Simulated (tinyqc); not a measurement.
Speciation in dilute and buffered hydrofluoric acid, oxide etch rate and bath loading. Changing the HCl added. Computed by tinyqc, a small Python program. Command: `OMP_NUM_THREADS=1 python tinyqc.py 3120556 3120557 out.jsonl hfetch sweep`. One thread of a shared host (Intel(R) Xeon(R) Processor @ 2.30GHz), about 0.01 s of CPU time with the checks.

Concentrations stand for activities, NH4+ and Cl- are spectators, and water ionisation is neglected. H, F and HF2 denote the ions H+, F- and HF2-. The base temperature is 298 K.

Inputs (values chosen for the exercise, of the order of those for thermal oxide at room temperature):
```
quantity                           value            unit
HF added                           0.031           mol/L
NH4F added                             0           mol/L
K1 = [H][F]/[HF]                 0.00072           mol/L
K2 = [HF2]/([HF][F])                3.68           L/mol
K3 = [H2F2]/[HF]^2                     0           L/mol
rate constant of neutral HF k_a       16  nm L/(min mol)
rate constant of HF2 k_b              50  nm L/(min mol)
activation energy                   0.43              eV
temperature error                    2.8               K
oxide removed per wafer               22              nm
```

Constants: k_B = 8.617333262e-05 eV/K.

Method:
- Fluoride balance: [HF] + [F] + 2 [HF2] + 2 [H2F2] = HF added + NH4F added. Acid balance: [H] + [HF] + [HF2] + 2 [H2F2] = HF added + HCl added. For a trial [H], [HF] = [H][F]/K1, and the fluoride balance is a quadratic in [F].
- The root is refined to 1e-13 in pH = -log10 [H].
- Rate = k_a ([HF] + 2 [H2F2]) + k_b [HF2], an empirical two-term form.
- Time = oxide/rate; a temperature error changes the rate by exp((E_a/k_B)(1/298 - 1/(298 + error))) - 1.

One run for each value:
```
HCl added (mol/L)  etch rate (nm/min)       pH  [HF2] (mol/L)  share of HF2 in the rate (%)
0.001                         0.44272   2.2919     3.6520e-04                    4.1245e+00
0.0026                        0.45060   2.2135     3.1961e-04                    3.5465e+00
0.0067                        0.46456   2.0382     2.3189e-04                    2.4958e+00
0.017                         0.47965   1.7378     1.2676e-04                    1.3214e+00
0.045                         0.48927   1.3417     5.3816e-05                    5.4996e-01
0.12                          0.49343   0.9201     2.0875e-05                    2.1153e-01
0.3                           0.49497   0.5228     8.4355e-06                    8.5213e-02
0.77                          0.49560   0.1135     3.2991e-06                    3.3284e-02
2                             0.49584  -0.3010     1.2720e-06                    1.2827e-02
```

What does the table show?

Over the rows, etch rate (nm/min) rises from 0.443 to 0.496 (exponent d ln y / d ln x 0.018 between the first rows and 5.2e-4 between the last); pH falls from 2.29 to -0.301; [HF2] (mol/L) falls from 3.65e-4 to 1.27e-6 (exponent d ln y / d ln x -0.14 between the first rows and -1.00 between the last).

Caution (rows 0.770, 2.00): at ionic strengths above about 0.5 mol/L activities differ much from concentrations, so pH and rates are only indicative.
